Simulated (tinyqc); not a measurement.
Ion-assisted plasma etching: sheath, surface coverage, synergy and aspect-ratio dependence: one step, computed by the program tinyqc.

Radicals adsorb on bare sites; ions remove covered sites with a high yield and bare sites by sputtering; a slow spontaneous reaction acts everywhere, walls included.

Question. Fluxes. Bohm speed u_B = sqrt(e T_e/M_i); ion flux G_i = 0.61 n_e u_B; radical flux G_n = n c/4 with c = sqrt(8 k_B T_g/(pi M_n)).

Inputs (values chosen for the exercise, close to those used for silicon in a halogen plasma):

| quantity | value | unit |
|---|---|---|
| plasma density n_e | 8.9e+10 | 1/cm^3 |
| electron temperature T_e | 3.5 | eV |
| ion mass M_i | 35.5 | u |
| radical density n | 1.6e+14 | 1/cm^3 |
| radical mass M_n | 35.5 | u |
| gas temperature T_g | 600 | K |

Feature: long trench.

Constants: e = 1.602176634e-19 C; u = 1.6605390666e-27 kg; k_B = 1.380649e-23 J/K.

Give: Bohm speed; ion flux G_i; radical speed c; radical flux G_n; flux ratio G_n/G_i.

Answer.

Bohm speed = 3.0843e+05 cm/s

ion flux G_i = 1.6744e+16 1/(cm^2 s)

radical speed c = 59820 cm/s

radical flux G_n = 2.3928e+18 1/(cm^2 s)

flux ratio G_n/G_i = 142.90
